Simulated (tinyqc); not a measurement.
Schemes compared: quasiparticle equation with a plasmon-pole self-energy for two band edges.

For each edge E = e + X + Sc(E), with the correlation part Sc(E) = A[0]/(E - a + w) + A[1]/(E - b - w); a and b are the valence and conduction energies that enter the Green function (a = ev, b = ec in the one-shot scheme). Z = 1/(1 - dSc/dE), dSc/dE = -A[0]/(E - a + w)^2 - A[1]/(E - b - w)^2.

Parameters, chosen for this exercise (scales of the order of those of HfO2; not measured data):
```
symbol  value         unit  meaning
ev      0             eV    mean-field valence top
ec      3.98          eV    mean-field conduction edge
w       15.1          eV    pole energy
Av      (38, 15)      eV^2  weights of the valence state on the hole and electron poles
Ac      (14.4, 33.2)  eV^2  the same for the conduction state
Xv      -2.87         eV    exchange minus the mean-field potential, valence
Xc      2.58          eV    the same, conduction
```

Z = 1; linearised; exact one-shot; energies updated in G (a, b); updated in G and W, where w grows by half of the opening of the gap (a rule chosen for the exercise).

Results (eV):
```
scheme               Ev     Ec    gap  opening
mean field        0.000  3.980  3.980    0.000
Z = 1            -1.140  5.116  6.256    2.276
linearised       -0.943  4.939  5.882    1.902
one-shot, exact  -0.936  4.932  5.869    1.889
update G         -1.061  5.041  6.101    2.121
update G and W   -1.199  5.158  6.357    2.377
```

The openings run from 1.889 (one-shot, exact) to 2.377 eV (update G and W). Linearising moves the gap by 13 meV, updating G +233 meV and updating W a further +256 meV: once Z is kept, the level of self-consistency matters more than linearising.

(tinyqc, `OMP_NUM_THREADS=1 python tinyqc.py 1850692 1850693 out.jsonl`, Intel(R) Xeon(R) Processor @ 2.30GHz, 1 thread, shared host, about 0.03 s.)
